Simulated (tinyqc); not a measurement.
The diagram with and without ligand: potential-pH (Pourbaix) lines of a metal, its cation, its oxide and an oxyanion, with a complexing ligand. Computed by tinyqc, a small Python program. Command: `OMP_NUM_THREADS=1 python tinyqc.py 3009388 3009389 out.jsonl pourb walk`. One thread of a shared host (Intel(R) Xeon(R) Processor @ 2.30GHz), about 0.01 s of CPU time with the checks.

Potentials are against the standard hydrogen electrode; solids and water have unit activity; dG_f of M, H+ and the electron is zero; F = e N_A and s = R T ln(10)/F. The cation carries z = 2.

Inputs (values chosen for the exercise, modelled on iron):
```
quantity                                      value    unit
dG_f of the cation                           -78.18  kJ/mol
dG_f of the oxide                           -252.42  kJ/mol
dG_f of the oxyanion                        -312.09  kJ/mol
dG_f of water                               -237.14  kJ/mol
temperature T                                298.15       K
log10 of the dissolved activity a                -3       -
log10 of the stability constant beta of ML      7.6       -
pKa of HL                                       6.6       -
total ligand c_L                               0.23   mol/L
```

Species: M, M2+, MO, MO2(2-).

Constants: R = 8.314462618 J/(mol K); e = 1.602176634e-19 C; N_A = 6.02214076e+23 1/mol.

Method. M2+ + 2e = M; MO + 2H+ + 2e = M + H2O; MO2(2-) + 4H+ + 2e = M + 2H2O. For each, E0 = -dG/(z F), and E = E0 + (s/z) log10 a - (s n_H/z) pH, with no activity term for the oxide. The free ligand is c_L/(1 + 10^(pKa - pH)) (ligand in excess); dissolved metal is a in all, so the free cation is a/alpha, alpha = 1 + beta [L]; the cation line drops by (s/z) log10 alpha.

E0 (V): cation -0.405139, oxide -0.079183, oxyanion 0.840490

s = 0.0591593 V

Lines against the metal (V); the species with the lowest line is stable above it:
```
pH    cation     oxide  oxyanion  stable above  cation with ligand  stable above, ligand
0   -0.49388  -0.07918   0.75175        cation            -0.50922             dissolved
2   -0.49388  -0.19750   0.51511        cation            -0.56379             dissolved
4   -0.49388  -0.31582   0.27848        cation            -0.62287             dissolved
5   -0.49388  -0.37498   0.16016        cation            -0.65216             dissolved
6   -0.49388  -0.43414   0.04184        cation            -0.67918             dissolved
7   -0.49388  -0.49330  -0.07648        cation            -0.69550             dissolved
8   -0.49388  -0.55246  -0.19480         oxide            -0.69930             dissolved
9   -0.49388  -0.61162  -0.31312         oxide            -0.69975             dissolved
10  -0.49388  -0.67078  -0.43144         oxide            -0.69980             dissolved
12  -0.49388  -0.78910  -0.66807         oxide            -0.69980                 oxide
14  -0.49388  -0.90741  -0.90471         oxide            -0.69980                 oxide
```

What follows from these numbers?

Without ligand the oxide holds 5 of the eleven rows (pH 8 to 14), with it 2 (pH 12, 14). The ligand acts once beta [L] exceeds 1, from pH = pKa - log10(beta c_L) = -0.4 on, that is in all rows; its line then falls by at most s/z per pH unit and flattens beyond pKa, 0.206 V below the free cation at most. The oxide line falls faster, by s per pH unit, so the oxide takes over again at higher pH.

Extremes, crossings and ranges named in words are read from the listed rows.
